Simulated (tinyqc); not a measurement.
Admittance spectroscopy of a deep trap: one step of the calculation.

Schottky contact on an n-type layer with shallow donors Nd (all ionised) and a donor-like deep trap, neutral when filled and positive when empty; depletion approximation. Traps within lam of the depletion edge stay filled. The traps at xt = W - lam, where the level crosses the Fermi level, follow a slow signal and not a fast one. w = 2 pi f.

Task. Widths and limiting capacitances. lam = sqrt(2 eps0 eps_r (EF - ET)/(q Nd)), EF - ET = Et - (kB T/q) ln(Nc(T)/Nd), Nc(T) = Nc (T/300 K)^1.5. In the steady state at the band bending V, 2 eps0 eps_r V/q = Nd W^2 + Nt (W - lam)^2 (the second term only if W > lam). V = Vbi + Vr. C_HF = eps0 eps_r/W, C_LF = eps0 eps_r (Nd + Nt)/(Nd W + Nt xt).

Parameters, values chosen for the exercise; material values close to those of silicon:
```
symbol,value,unit,meaning
eps_r,11.7,,relative permittivity
Nc,2.76e19,cm^-3,conduction-band density of states at 300 K
Nd,1.8e15,cm^-3,shallow donor density
Vbi,0.55,V,built-in voltage
Et,0.29,eV,depth of the trap below the conduction edge
Nt,8.3e13,cm^-3,trap density
Vr,0.5,V,reverse bias
T,240,K,temperature
```

Constants: q = 1.602176634e-19 C, kB = 1.380649e-23 J/K, eps0 = 8.8541878128e-14 F/cm where lengths are in cm. Results are converted to the units shown.

Wanted: lam; W; xt; C_HF; C_LF.

Result.

lam = 264.8 nm
W = 859.1 nm
xt = 594.3 nm
C_HF = 12.06 nF/cm^2
C_LF = 12.22 nF/cm^2

The step is 1.38 % of C_HF.

tinyqc, about 0.01 s, one thread, Intel Xeon 2.30GHz (shared host): `OMP_NUM_THREADS=1 python tinyqc.py 2050044 2050045 out.jsonl`
